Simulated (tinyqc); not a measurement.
Nanowire ballistic transistor, top-of-the-barrier model: two steps of the calculation.

At the top of the source barrier, states moving towards the drain are filled by the source (Fermi level 0) and states moving back by the drain (Fermi level -q Vd); nothing scatters. U is the shift of the band edge there, set by the capacitances CG, CD and CS (the total) and by the charge. Parabolic one-dimensional subband; the source is grounded.

Parameters, values chosen for the exercise; mass and valleys close to those of a monolayer dichalcogenide:
```
symbol,value,unit,meaning
T,150,K,temperature
m,0.517,m0,effective mass
gv,2,,valley degeneracy
eox,7.5,,relative permittivity of the gate insulator
tox,2.8,nm,insulator thickness
d,2,nm,wire diameter
aG,0.89,,gate control CG/CS
E0,0.19,eV,band edge at the barrier top above the source Fermi level at zero bias
Vd,0.1,V,drain voltage
```

Constants: q = 1.602176634e-19 C, kB = 1.380649e-23 J/K, hbar = 1.054571817e-34 J s, h = 6.62607015e-34 J s, m0 = 9.1093837015e-31 kg, Vt = kB T/q, eps0 = 8.8541878128e-14 F/cm where lengths are in cm. Results are converted to the units shown.

Question 1. Self-consistent potential at the barrier top. eta1 = -(E0 + U)/Vt, eta2 = eta1 - Vd/Vt, n = (N0/2)[F_(-1/2)(eta1) + F_(-1/2)(eta2)], F_(-1/2)(x) = (1/sqrt(pi)) int_0^infinity u^(-1/2)/(1 + exp(u - x)) du. U(out) = UL + q (n - n0)/CS. Newton step: U(new) = U + (U(out) - U)/(1 + CQ/CS), CQ = (q/Vt) dn/d(eta1) with both F' summed; F' = dF_(-1/2)/dx.

U at the start (U = UL) = -0.4554 eV
N0 = 4.7257521e6 cm^-1
CS = 3.5117067 pF/cm
n0 = 1.9532228 cm^-1
UL = -0.4554 eV

Give: eta1; eta2; n; U(out); CQ; U after iteration 1.

Answer 1.

eta1 = 20.53
eta2 = 12.80
n = 2.158e7 cm^-1
U(out) = 0.5293 eV
CQ = 8.314 pF/cm
U after iteration 1 = -0.1630 eV

Question 2. Current, mean velocity and share of the gate voltage. N0 = gv sqrt(2 m kB T/pi)/hbar, CG = 2 pi eps0 eox/ln(1 + 2 tox/d), CS = CG/aG, n0 = n at U = 0 and Vd = 0. I = gv (2 q^2/h) Vt [ln(1 + exp eta1) - ln(1 + exp eta2)]. Mean velocity I/(q n). CQ = (q/Vt) dn/d(eta1); the band edge follows the gate as -dU/dVg = aG/(1 + CQ/CS).

converged U = -0.23528864 eV

Find: eta1; n; I; mean velocity; CQ; -dU/dVg.

Answer 2.

eta1 = 3.5037
n = 4.8245e6 cm^-1
I = 7.0485 uA
mean velocity = 9.1188e6 cm/s
CQ = 10.129 pF/cm
-dU/dVg = 0.22912 eV/V

The carriers from the source are degenerate (eta1 = 3.50), and the mean velocity is 1.72 times vT = sqrt(2 kB T/(pi m)) = 5.29e6 cm/s.

Computed by the program tinyqc: `OMP_NUM_THREADS=1 python tinyqc.py 2400128 2400129 out.jsonl`, one thread of a shared Intel Xeon 2.30GHz, about 0.04 s for the whole run.
